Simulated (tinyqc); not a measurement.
What each parameter does: sp3s* tight binding.

sp3s* tight binding, nearest neighbours only: anion (a) at 0, cation (c) at a/4 (1,1,1), orbitals s, px, py, pz, s* on each; k in units of 2 pi/a. With phases e_j = exp(i (pi/2) k.n_j) for n = (1,1,1), (1,-1,-1), (-1,1,-1), (-1,-1,1): g0 = (e1+e2+e3+e4)/4, g1 = (e1+e2-e3-e4)/4, g2 = (e1-e2+e3-e4)/4, g3 = (e1-e2-e3+e4)/4. The diagonal holds the levels Esa, Epa, Exa (s*) and Esc, Epc, Exc. Anion-cation block: <sa|sc> = Vss g0; <sa|xc> = Vsapc g1; <xa|sc> = -Vscpa g1; <xa|xc> = Vxx g0; <xa|yc> = <ya|xc> = Vxy g3, <xa|zc> = <za|xc> = Vxy g2, <ya|zc> = <za|yc> = Vxy g1; <s*a|xc> = Vxapc g1; <xa|s*c> = -Vpaxc g1; y and z take g2 and g3 in place of g1; s-s* and s*-s* vanish.

Parameters, chosen for this exercise (near a published set for Ge, fitted to gaps, whose masses and valley positions are rough; the results hold for these values, not for the real material): Esa = -5.834 eV (s level of the anion); Epa = 1.622 eV (p level of the anion); Esc = -5.834 eV (s level of the cation); Epc = 1.622 eV (p level of the cation); Exa = 6.394 eV (s* level of the anion); Exc = 6.394 eV (s* level of the cation); Vss = -6.824 eV (s-s); Vxx = 1.598 eV (px-px); Vxy = 4.875 eV (px-py); Vsapc = 5.457 eV (s anion, p cation); Vscpa = 5.457 eV (s cation, p anion); Vxapc = 5.234 eV (s* anion, p cation); Vpaxc = 5.234 eV (p anion, s* cation).

Gaps from the top of the valence band at Gamma; Delta is the minimum on (x,0,0), 0.5 <= x <= 1. A change on one sublattice alone makes the two atoms unequal.

One parameter was then changed.

Results before and after:
```
case     Ev (eV)  gap Gamma (eV)  gap Delta (eV)  gap L (eV)
base      0.0240          0.9660          0.7605      0.7773
changed   0.0240          0.9660          0.7948      0.7938
```

Which of these changes was made? (a) Exc = 6.594 eV; (b) Vss = -6.524 eV; (c) Epa = 1.822 eV; (d) Esc = -6.134 eV; (e) Vxy = 4.575 eV; (f) Epc = 1.922 eV.

Answer: (a) Exc = 6.594 eV. Of the candidates, run in turn, only this one gives the changed row.

All candidates:
```
case             Ev (eV)  gap Gamma (eV)  gap Delta (eV)  gap L (eV)
base              0.0240          0.9660          0.7605      0.7773
Exc = 6.594 eV    0.0240          0.9660          0.7948      0.7938
Epc = 1.922 eV    0.1670          0.8230          0.6807      0.6722
Vxy = 4.575 eV    0.0240          0.9660          0.7605      0.8570
Vss = -6.524 eV   0.0240          0.6660          0.7756      0.6931
Esc = -6.134 eV   0.0240          0.8176          0.7335      0.6936
Epa = 1.822 eV    0.1209          0.8691          0.7072      0.7060
```

Exc and Vxy cannot move Ev or the gap at Gamma, whose blocks do not hold them; s parameters never move Ev, and move the gap only where the lowest empty level at Gamma is s-like.

(tinyqc, `OMP_NUM_THREADS=1 python tinyqc.py 1481911 1481912 out.jsonl`, Intel(R) Xeon(R) Processor @ 2.30GHz, 1 thread, shared host, about 0.07 s.)
